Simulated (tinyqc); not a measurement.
Cell and bit-line capacitance from two signals.

Problem. In a DRAM a freshly written one gives the bit-line signal (Vd/2) Cs/(Cs + Cb). Find Cs and Cb.

Values chosen for this exercise: array voltage Vd = 1.1 V.

signal of a fresh one without and with 30 fF added to the bit line (mV): [79.279279, 62.411348]

Solution. (Vd/2)/signal = 1 + Cb/Cs, and the added capacitance raises it by its ratio to Cs.

Cs = 16.0 fF
Cb = 95.0 fF

Numbers from tinyqc (`OMP_NUM_THREADS=1 python tinyqc.py 2130049 2130050 out.jsonl`; about 0.01 s on one thread of a shared Intel Xeon 2.30GHz).
